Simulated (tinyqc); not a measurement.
## Channel mobility from two channel lengths

Question. Two power MOSFETs differ only in channel length: R_on = R_rest + Lc (Wp + a)/(2 mch Cox Vov), Cox = 3.9 eps0/tox. Find mch and R_rest.

Inputs (values chosen for the exercise):
```
symbol,value,unit,meaning
tox,52,nm,gate oxide thickness (eps_r 3.9)
Vov,10,V,gate overdrive
Wp,5.3,um,"width of the p body in one cell, channels included"
a,1.8,um,gap between neighbouring p bodies
```

Constants: eps0 = 8.8541878128e-14 F/cm where lengths are in cm. Results are converted to the units shown.

R_on at Lc = 0.76 and 1.5 um (mohm cm^2): [7.8233775, 8.7224555]

Answer. R_on is a straight line in Lc; its slope gives mch and its intercept the rest.

mch = 44.0 cm^2/(V s)
R_rest = 6.90 mohm cm^2

tinyqc, about 0.01 s, one thread, Intel Xeon 2.30GHz (shared host): `OMP_NUM_THREADS=1 python tinyqc.py 2230118 2230119 out.jsonl`
